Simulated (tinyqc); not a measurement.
# Capacitances against the space between lines

Endless row of lines of width wl, height tl and space sl between grounded planes at distance hd; e2 fills the gaps beside the lines, e1 the rest. Laplace's equation is solved on meshes of 3, 6 and 12 steps per unit u and extrapolated (Aitken), which is good to about 0.2 %. C_even (all lines at 1 V) is the capacitance Cg to the planes; C_odd (neighbours in antiphase) = Cg + 4 Cc if only nearest neighbours couple, which defines Cc; total with quiet neighbours Cg + 2 Cc. Plate values 2 eps0 e1 wl/hd and eps0 e2 tl/sl.

Parameters, values chosen for the exercise: relative permittivity above and below the lines e1 = 3.9; relative permittivity between the lines e2 = 2.7; line width, in units u wl = 6 u; line height tl = 6 u; distance to each plane hd = 8 u.

Constants: eps0 = 8.8541878128e-12 F/m. Results are converted to the units shown.

The same in every row: plate Cg (aF/um) = 51.8.

Capacitances against the space between lines:
```
sl (u),Cg (aF/um),Cc (aF/um),Cg + 2 Cc (aF/um),C_odd (aF/um),plate Cc (aF/um),"share of coupling, 2 Cc/(Cg + 2 Cc) (%)"
2,68.2,107,282,495,71.7,75.8
4,83.0,56.9,197,310,35.9,57.8
6,95.9,36.9,170,244,23.9,43.5
8,107,25.6,158,209,17.9,32.4
12,123,13.2,150,176,12.0,17.7
16,133,7.03,147,161,8.96,9.55
24,142,2.03,146,150,5.98,2.77
```

As sl goes from 2 to 24, Cg rises from 68.2 to 142 aF/um, Cc falls from 107 to 2.03 aF/um and the share of coupling falls from 75.8 to 2.77 %. Cg is 1.32 times its plate value in the first row and 2.75 times in the last; for Cc the ratios are 1.49 and 0.340. Neighbours in antiphase raise the load by a factor of 1.76 and 1.03 over quiet ones. For sl = 2 the planes are farther than 0.8 of the pitch, so second neighbours couple too and Cg + 2 Cc understates the quiet load by a per cent or more.

Program tinyqc, `OMP_NUM_THREADS=1 python tinyqc.py 2790135 2790136 out.jsonl`; Intel Xeon 2.30GHz, shared host, one thread, about 1 s.
